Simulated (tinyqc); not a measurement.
Exchange-only LDA atom on a uniform radial grid, spin-unpolarised, for Be, step by step. Computed by tinyqc, a small Python program that keeps every step. Settings: Z = 4, points = 256, R = 16.8, functional = Slater exchange alone, mixing = 0.4, iteration cap = 78. Command: `OMP_NUM_THREADS=1 python tinyqc.py 23158 23159 out.jsonl` (the two numbers bound the seeds that draw the settings). One thread of a shared host (Intel(R) Xeon(R) Processor @ 2.60GHz), about 0.7 s of CPU time with the checks. Later iterations appear only in the table of the cycle.

## Iteration 1

Spherical atom on a uniform radial grid r_j = j h with h = R/(N + 1), h sum u^2 = 1 and integrals as h times sums, u(0) = u(R) = 0 (atomic units):
```
parameter,value
Z,4
points N,256
R,16.800000
h,0.065370
mixing,0.400000
electrons in 1s,2
electrons in 2s,2
```

Three-point differences turn -u''/2 + [l(l+1)/2r^2 - Z/r + V] u = e u into a tridiagonal matrix (diagonal 1/h^2 + potential, off-diagonal -1/2h^2). D = sum f u^2; the Hartree potential y/r solves y'' = -D/r with y(0) = 0, y(R) = N_e; v_xc comes from rho = D/(4 pi r^2); E = sum f e - int D V + int D (V_H/2 + eps_xc); V(new) = V + mixing (V_H + v_xc - V).

eigenvalues (hartree): 1s -7.86774, 2s -1.99153

Every 16th grid point:
```
r,V in,u(1s),u(2s),D,V_H,v_xc
1.04591,0.00000,0.26278,-0.79266,1.39472,3.30394,-0.45929
2.09183,0.00000,0.00839,-0.57706,0.66614,1.89006,-0.22616
3.13774,0.00000,0.00020,-0.17832,0.06360,1.27411,-0.07888
4.18366,0.00000,4.28e-06,-0.04126,0.00340,0.95608,-0.02454
5.22957,0.00000,8.53e-08,-0.00823,0.00014,0.76488,-0.00722
6.27549,0.00000,1.63e-09,-0.00150,4.48e-06,0.63740,-0.00205
7.32140,0.00000,3.05e-11,-0.00026,1.31e-07,0.54634,-0.00057
8.36732,0.00000,0,-4.19e-05,3.52e-09,0.47805,-0.00016
9.41323,0.00000,0,-6.64e-06,8.82e-11,0.42493,-4.23e-05
10.45914,0.00000,0,-1.02e-06,0,0.38244,0.00000
11.50506,0.00000,0,-1.55e-07,0,0.34767,0.00000
12.55097,0.00000,0,-2.29e-08,0,0.31870,0.00000
13.59689,0.00000,0,-3.35e-09,0,0.29418,0.00000
14.64280,0.00000,0,-4.84e-10,0,0.27317,0.00000
15.68872,0.00000,0,-6.81e-11,0,0.25496,0.00000
16.73463,0.00000,0,0,0,0.23903,0.00000
```

total energy = -13.0455638 hartree

## Iteration 2

As before.

eigenvalues (hartree): 1s -5.81339, 2s -1.07343

Every 16th grid point:
```
r,V in,u(1s),u(2s),D,V_H,v_xc
1.04591,1.13786,0.31385,-0.61713,0.95869,3.12426,-0.40534
2.09183,0.66556,0.01517,-0.67105,0.90107,1.85466,-0.25012
3.13774,0.47809,0.00058,-0.31562,0.19924,1.27076,-0.11542
4.18366,0.37262,2.03e-05,-0.11422,0.02609,0.95584,-0.04838
5.22957,0.30307,6.74e-07,-0.03636,0.00264,0.76487,-0.01944
6.27549,0.25414,2.18e-08,-0.01073,0.00023,0.63740,-0.00763
7.32140,0.21831,6.90e-10,-0.00301,1.81e-05,0.54634,-0.00295
8.36732,0.19116,2.16e-11,-0.00082,1.33e-06,0.47805,-0.00113
9.41323,0.16996,0,-0.00021,9.22e-08,0.42493,-0.00043
10.45914,0.15298,0,-0.00006,6.13e-09,0.38244,-0.00016
11.50506,0.13907,0,-1.40e-05,3.93e-10,0.34767,-0.00006
12.55097,0.12748,0,-3.50e-06,2.46e-11,0.31870,-2.28e-05
13.59689,0.11767,0,-8.65e-07,0,0.29418,0.00000
14.64280,0.10927,0,-2.11e-07,0,0.27317,0.00000
15.68872,0.10198,0,-4.88e-08,0,0.25496,0.00000
16.73463,0.09561,0,-2.01e-09,0,0.23903,0.00000
```

total energy = -13.6526434 hartree

## Iteration 3

As before.

eigenvalues (hartree): 1s -4.74464, 2s -0.62105

Every 16th grid point:
```
r,V in,u(1s),u(2s),D,V_H,v_xc
1.04591,1.77028,0.34398,-0.49530,0.72730,2.99021,-0.36968
2.09183,1.04115,0.02090,-0.68459,0.93819,1.81134,-0.25351
3.13774,0.74899,0.00104,-0.41485,0.34420,1.26319,-0.13850
4.18366,0.58655,4.82e-05,-0.19736,0.07790,0.95483,-0.06967
5.22957,0.48001,2.15e-06,-0.08386,0.01407,0.76474,-0.03394
6.27549,0.40439,9.40e-08,-0.03343,0.00224,0.63739,-0.01628
7.32140,0.34834,4.05e-09,-0.01279,0.00033,0.54634,-0.00774
8.36732,0.30546,1.73e-10,-0.00476,4.52e-05,0.47805,-0.00366
9.41323,0.27178,0,-0.00173,5.99e-06,0.42493,-0.00173
10.45914,0.24470,0,-0.00062,7.68e-07,0.38244,-0.00081
11.50506,0.22249,0,-0.00022,9.57e-08,0.34767,-0.00038
12.55097,0.20396,0,-0.00008,1.17e-08,0.31870,-0.00018
13.59689,0.18828,0,-2.64e-05,1.40e-09,0.29418,-0.00008
14.64280,0.17483,0,-8.98e-06,1.61e-10,0.27317,-3.85e-05
15.68872,0.16317,0,-2.79e-06,1.55e-11,0.25496,-1.69e-05
16.73463,0.15298,0,-1.33e-07,0,0.23903,0.00000
```

total energy = -13.8713785 hartree

## Convergence

Stop when input and output potentials agree to 1e-7.

Course of the cycle (hartree):
```
iteration,E,e(1s),e(2s),largest |V(out) - V(in)|
1,-13.0455638,-7.86774,-1.99153,6.79e+00
2,-13.6526434,-5.81339,-1.07343,3.47e+00
3,-13.8713785,-4.74464,-0.62105,1.71e+00
4,-13.9422289,-4.20270,-0.39647,8.19e-01
5,-13.9626740,-3.93565,-0.28430,3.84e-01
6,-13.9679365,-3.80758,-0.22801,1.77e-01
7,-13.9691705,-3.74740,-0.19958,8.18e-02
8,-13.9694426,-3.71946,-0.18507,3.80e-02
9,-13.9695006,-3.70653,-0.17756,1.79e-02
10,-13.9695129,-3.70053,-0.17361,8.57e-03
11,-13.9695155,-3.69773,-0.17149,4.16e-03
...,...,...,...,...
21,-13.9695162,-3.69516,-0.16886,1.33e-05
22,-13.9695162,-3.69516,-0.16886,7.81e-06
23,-13.9695162,-3.69516,-0.16886,4.65e-06
24,-13.9695162,-3.69516,-0.16885,2.77e-06
25,-13.9695162,-3.69516,-0.16885,1.65e-06
26,-13.9695162,-3.69516,-0.16885,9.87e-07
27,-13.9695162,-3.69516,-0.16885,5.89e-07
28,-13.9695162,-3.69516,-0.16885,3.52e-07
29,-13.9695162,-3.69516,-0.16885,2.10e-07
30,-13.9695162,-3.69516,-0.16885,1.25e-07
31,-13.9695162,-3.69516,-0.16885,7.49e-08
```

Converged in 31 iterations. A uniform grid resolves the cusp poorly: for a bare nucleus this grid gives 1s at -7.86774 against -Z^2/2 = -8 hartree. Before convergence this energy mixes input and output and is not variational, so it may rise towards its limit.
